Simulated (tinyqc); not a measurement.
Adsorption as a lattice gas: isotherms with interactions, competition, desorption peaks and saturation dose. Changing the heating rate beta. Computed by tinyqc, a small Python program. Command: `OMP_NUM_THREADS=1 python tinyqc.py 3014936 3014937 out.jsonl adsorb sweep`. One thread of a shared host (Intel(R) Xeon(R) Processor @ 2.30GHz), about 0.01 s of CPU time with the checks.

One adsorbate per site; a molecule needs 1 empty site. Gas and surface have the same temperature.

Inputs (values chosen for the exercise, for a model surface): desorption energy E = 1.84 eV; prefactor nu = 3.8e+12 1/s.

Adsorption: molecular (first order).

Constants: k_B = 8.617333262e-05 eV/K.

Method. The peak obeys E/(k_B T_p^2) = (nu/beta) exp(-E/(k_B T_p)) exactly. Redhead's shortcut, with the constant 3.46 (3.64 is also in use), reads E back as k_B T_p [ln(nu' T_p/beta) - 3.46], nu' = nu.

One run for each value:
```
heating rate beta (K/s)  peak temperature T_p (K)  E by Redhead's shortcut (eV)
0.1                                         624.8                         1.844
0.31                                        645.0                         1.842
0.99                                        667.0                         1.840
3.1                                         690.1                         1.838
9.7                                         714.9                         1.836
30                                          741.1                         1.834
96                                          770.1                         1.831
300                                         800.8                         1.828
```

Describe and explain the trends.

Over the rows, peak temperature T_p (K) rises from 625 to 801 (exponent d ln y / d ln x 0.028 between the first rows and 0.034 between the last); E by Redhead's shortcut (eV) falls from 1.844 to 1.828 (exponent d ln y / d ln x -7.9e-4 between the first rows and -0.0015 between the last). The slope of ln(beta/T_p^2) against 1/T_p gives E = 1.840 eV without knowledge of nu.

Extremes, crossings and ranges named in words are read from the listed rows.
